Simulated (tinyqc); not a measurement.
Worked calculation: RKS/B3LYP (VWN-RPA form) in the 3-21g basis, for H3+, spin multiplicity 1. One step of it, computed by the program tinyqc.

Question. Iteration 2: building the Kohn-Sham matrix. J_ij = sum D_kl (ij|kl), K_ij = sum D_kl (ik|jl); F = H + J - 0.1 K + V_xc; E = tr D H + tr D J / 2 - 0.05 tr D K + E_xc + E_nn.

D after iteration 1, order 1H 1s, 1H 2s, 2H 1s, 2H 2s, 3H 1s, 3H 2s:
```
[[0.104404, 0.123265, 0.104404, 0.123265, 0.104856, 0.123121],
 [0.123265, 0.145820, 0.123265, 0.145820, 0.123840, 0.145641],
 [0.104404, 0.123265, 0.104404, 0.123265, 0.104856, 0.123121],
 [0.123265, 0.145820, 0.123265, 0.145820, 0.123840, 0.145641],
 [0.104856, 0.123840, 0.104856, 0.123840, 0.105316, 0.123694],
 [0.123121, 0.145641, 0.123121, 0.145641, 0.123694, 0.145463]]
```

core Hamiltonian H = T + V (hartree), order 1H 1s, 1H 2s, 2H 1s, 2H 2s, 3H 1s, 3H 2s:
```
[[-0.901355, -0.960870, -0.123937, -0.381755, -0.123839, -0.381636],
 [-0.960870, -1.124200, -0.381755, -0.685164, -0.381626, -0.685027],
 [-0.123937, -0.381755, -0.901355, -0.960870, -0.123839, -0.381636],
 [-0.381755, -0.685164, -0.960870, -1.124200, -0.381626, -0.685027],
 [-0.123839, -0.381626, -0.123839, -0.381626, -0.901298, -0.960833],
 [-0.381636, -0.685027, -0.381636, -0.685027, -0.960833, -1.124151]]
```

Two-electron integrals (ij|kl) in chemists' order, unique and non-zero (hartree):
```
(11|11) 1.140145   (21|11) 0.611403   (21|21) 0.345152   (22|11) 0.626370
(22|21) 0.380329   (22|22) 0.482957   (31|11) 0.025804   (31|21) 0.015703
(31|22) 0.019612   (31|31) 0.001454   (32|11) 0.091073   (32|21) 0.058087
(32|22) 0.083017   (32|31) 0.006028   (32|32) 0.035285   (33|11) 0.364843
(33|21) 0.235310   (33|22) 0.353351   (33|31) 0.025804   (33|32) 0.185802
(33|33) 1.140145   (41|11) 0.185802   (41|21) 0.106221   (41|22) 0.119569
(41|31) 0.006028   (41|32) 0.022503   (41|33) 0.091073   (41|41) 0.035285
(42|11) 0.263326   (42|21) 0.163017   (42|22) 0.217615   (42|31) 0.011721
(42|32) 0.057172   (42|33) 0.263326   (42|41) 0.057172   (42|42) 0.122057
(43|11) 0.235310   (43|21) 0.151432   (43|22) 0.225474   (43|31) 0.015703
(43|32) 0.106221   (43|33) 0.611403   (43|41) 0.058087   (43|42) 0.163017
(43|43) 0.345152   (44|11) 0.353351   (44|21) 0.225474   (44|22) 0.329476
(44|31) 0.019612   (44|32) 0.119569   (44|33) 0.626370   (44|41) 0.083017
(44|42) 0.217615   (44|43) 0.380329   (44|44) 0.482957   (51|11) 0.025775
(51|21) 0.015686   (51|22) 0.019592   (51|31) 0.000956   (51|32) 0.003861
(51|33) 0.015844   (51|41) 0.005376   (51|42) 0.009840   (51|43) 0.010177
(51|44) 0.014834   (51|51) 0.001451   (52|11) 0.091027   (52|21) 0.058059
(52|22) 0.082979   (52|31) 0.003863   (52|32) 0.018636   (52|33) 0.081555
(52|41) 0.020126   (52|42) 0.045132   (52|43) 0.052339   (52|44) 0.076769
(52|51) 0.006020   (52|52) 0.035260   (53|11) 0.015844   (53|21) 0.010177
(53|22) 0.014834   (53|31) 0.000956   (53|32) 0.005376   (53|33) 0.025775
(53|41) 0.003861   (53|42) 0.009840   (53|43) 0.015686   (53|44) 0.019592
(53|51) 0.000955   (53|52) 0.005374   (53|53) 0.001451   (54|11) 0.081555
(54|21) 0.052339   (54|22) 0.076769   (54|31) 0.003863   (54|32) 0.020126
(54|33) 0.091027   (54|41) 0.018636   (54|42) 0.045132   (54|43) 0.058059
(54|44) 0.082979   (54|51) 0.005374   (54|52) 0.033946   (54|53) 0.006020
(54|54) 0.035260   (55|11) 0.364786   (55|21) 0.235274   (55|22) 0.353305
(55|31) 0.015858   (55|32) 0.081580   (55|33) 0.364786   (55|41) 0.081580
(55|42) 0.198507   (55|43) 0.235274   (55|44) 0.353305   (55|51) 0.025775
(55|52) 0.185732   (55|53) 0.025775   (55|54) 0.185732   (55|55) 1.140145
(61|11) 0.185732   (61|21) 0.106182   (61|22) 0.119526   (61|31) 0.005380
(61|32) 0.020129   (61|33) 0.081565   (61|41) 0.033958   (61|42) 0.054120
(61|43) 0.052344   (61|44) 0.076776   (61|51) 0.006020   (61|52) 0.022485
(61|53) 0.003859   (61|54) 0.020120   (61|55) 0.091027   (61|61) 0.035260
(62|11) 0.263256   (62|21) 0.162974   (62|22) 0.217561   (62|31) 0.009848
(62|32) 0.045141   (62|33) 0.198487   (62|41) 0.054125   (62|42) 0.109373
(62|43) 0.125821   (62|44) 0.179839   (62|51) 0.011707   (62|52) 0.057138
(62|53) 0.009839   (62|54) 0.054107   (62|55) 0.263256   (62|61) 0.057138
(62|62) 0.122005   (63|11) 0.081565   (63|21) 0.052344   (63|22) 0.076776
(63|31) 0.005380   (63|32) 0.033958   (63|33) 0.185732   (63|41) 0.020129
(63|42) 0.054120   (63|43) 0.106182   (63|44) 0.119526   (63|51) 0.003859
(63|52) 0.020120   (63|53) 0.006020   (63|54) 0.022485   (63|55) 0.091027
(63|61) 0.018631   (63|62) 0.045126   (63|63) 0.035260   (64|11) 0.198487
(64|21) 0.125821   (64|22) 0.179839   (64|31) 0.009848   (64|32) 0.054125
(64|33) 0.263256   (64|41) 0.045141   (64|42) 0.109373   (64|43) 0.162974
(64|44) 0.217561   (64|51) 0.009839   (64|52) 0.054107   (64|53) 0.011707
(64|54) 0.057138   (64|55) 0.263256   (64|61) 0.045126   (64|62) 0.109352
(64|63) 0.057138   (64|64) 0.122005   (65|11) 0.235274   (65|21) 0.151409
(65|22) 0.225446   (65|31) 0.010186   (65|32) 0.052354   (65|33) 0.235274
(65|41) 0.052354   (65|42) 0.125835   (65|43) 0.151409   (65|44) 0.225446
(65|51) 0.015686   (65|52) 0.106182   (65|53) 0.015686   (65|54) 0.106182
(65|55) 0.611403   (65|61) 0.058059   (65|62) 0.162974   (65|63) 0.058059
(65|64) 0.162974   (65|65) 0.345152   (66|11) 0.353305   (66|21) 0.225446
(66|22) 0.329444   (66|31) 0.014847   (66|32) 0.076793   (66|33) 0.353305
(66|41) 0.076793   (66|42) 0.179864   (66|43) 0.225446   (66|44) 0.329444
(66|51) 0.019592   (66|52) 0.119526   (66|53) 0.019592   (66|54) 0.119526
(66|55) 0.626370   (66|61) 0.082979   (66|62) 0.217561   (66|63) 0.082979
(66|64) 0.217561   (66|65) 0.380329   (66|66) 0.482957
```

nuclear repulsion = 1.09473469 hartree

V_xc (hartree), order 1H 1s, 1H 2s, 2H 1s, 2H 2s, 3H 1s, 3H 2s:
```
[[-0.378131, -0.203650, -0.011906, -0.065777, -0.012250, -0.066604],
 [-0.203650, -0.222831, -0.065777, -0.121664, -0.068225, -0.121283],
 [-0.011906, -0.065777, -0.378131, -0.203650, -0.012250, -0.066604],
 [-0.065777, -0.121664, -0.203650, -0.222831, -0.068225, -0.121283],
 [-0.012250, -0.068225, -0.012250, -0.068225, -0.379162, -0.206924],
 [-0.066604, -0.121283, -0.066604, -0.121283, -0.206924, -0.221142]]
```

E_xc = sum of w rho eps_xc = -0.45620630 hartree

Give: Coulomb J; exchange K; Kohn-Sham matrix F; total energy of this density.

Answer.

Coulomb J (hartree), order 1H 1s, 1H 2s, 2H 1s, 2H 2s, 3H 1s, 3H 2s:
```
[[1.059, 0.641, 0.043, 0.218, 0.043, 0.218],
 [0.641, 0.839, 0.218, 0.460, 0.218, 0.460],
 [0.043, 0.218, 1.059, 0.641, 0.043, 0.218],
 [0.218, 0.460, 0.641, 0.839, 0.218, 0.460],
 [0.043, 0.218, 0.043, 0.218, 1.060, 0.642],
 [0.218, 0.460, 0.218, 0.460, 0.642, 0.840]]
```

exchange K (hartree), order 1H 1s, 1H 2s, 2H 1s, 2H 2s, 3H 1s, 3H 2s:
```
[[0.518, 0.504, 0.225, 0.360, 0.225, 0.360],
 [0.504, 0.602, 0.360, 0.516, 0.361, 0.516],
 [0.225, 0.360, 0.518, 0.504, 0.225, 0.360],
 [0.360, 0.516, 0.504, 0.602, 0.361, 0.516],
 [0.225, 0.361, 0.225, 0.361, 0.520, 0.505],
 [0.360, 0.516, 0.360, 0.516, 0.505, 0.603]]
```

Kohn-Sham matrix F (hartree), order 1H 1s, 1H 2s, 2H 1s, 2H 2s, 3H 1s, 3H 2s:
```
[[-0.272, -0.574, -0.116, -0.266, -0.116, -0.267],
 [-0.574, -0.568, -0.266, -0.398, -0.268, -0.398],
 [-0.116, -0.266, -0.272, -0.574, -0.116, -0.267],
 [-0.266, -0.398, -0.574, -0.568, -0.268, -0.398],
 [-0.116, -0.268, -0.116, -0.268, -0.272, -0.576],
 [-0.267, -0.398, -0.267, -0.398, -0.576, -0.566]]
```

total energy of this density = -1.22264 hartree

This density is a damped mixture and is not idempotent.
